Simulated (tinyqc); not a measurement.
Schottky diode by thermionic emission with image-force lowering and series resistance: two steps of the calculation.

Metal on an n-type semiconductor with one parabolic valley; V > 0 is forward bias (metal positive). I = I0 [exp(Vj/(n Vt)) - 1] with Vj = V - I Rs; I0 = S A* T^2 exp(-(phi - dphi)/Vt), the lowering dphi taken at zero bias.

Parameters, values chosen for the exercise; band and dielectric values close to those of 4H silicon carbide: temperature T = 300 K; electron mass me = 0.364 m0; relative permittivity eps_r = 9.85; barrier height seen from the metal phi = 0.72 eV; donor density Nd = 2.9e15 cm^-3; area S = 0.004 cm^2; ideality factor n = 1.14; series resistance Rs = 6.1 ohm; applied bias V = 1.11 V.

Constants: q = 1.602176634e-19 C, kB = 1.380649e-23 J/K, h = 6.62607015e-34 J s, m0 = 9.1093837015e-31 kg, Vt = kB T/q, eps0 = 8.8541878128e-14 F/cm where lengths are in cm. Results are converted to the units shown.

Task 1. Saturation current. A* = 4 pi q me m0 kB^2/h^3 (times 1e-4 for A/(cm^2 K^2)); Nc = 2 (2 pi me m0 kB T/h^2)^1.5 (times 1e-6 for cm^-3); xi = Vt ln(Nc/Nd), Vbi = phi - xi; surface field Em = sqrt(2 q Nd (Vbi - V - Vt)/(eps0 eps_r)); dphi = sqrt(q Em/(4 pi eps0 eps_r)). Here V = 0 in Em.

Find: A*; Nc; Vbi; Em; dphi; I0.

Result 1.

A* = 43.74 A/(cm^2 K^2)
Nc = 5.511e18 cm^-3
Vbi = 0.5248 V
Em = 23.06 kV/cm
dphi = 18.36 meV
I0 = 2.571e-8 A

The lowering raises I0 by a factor of 2.03.

Task 2. Junction voltage. Newton step for g(Vj) = Vj + Rs I0 [exp(Vj/(n Vt)) - 1] - V = 0: Vj(new) = Vj - g/g', g' = 1 + Rs I0 exp(Vj/(n Vt))/(n Vt).

I0 = 2.5714196e-8 A
Vj at the start = 0.36 V

Give: Vj after iteration 1.

Result 2.

Vj after iteration 1 = 0.7063 V

Range of the model: One isotropic valley is assumed; bands with several valleys have a larger Richardson constant and Nc.

Numbers from tinyqc (`OMP_NUM_THREADS=1 python tinyqc.py 2640146 2640147 out.jsonl`; about 0.01 s on one thread of a shared Intel Xeon 2.30GHz).
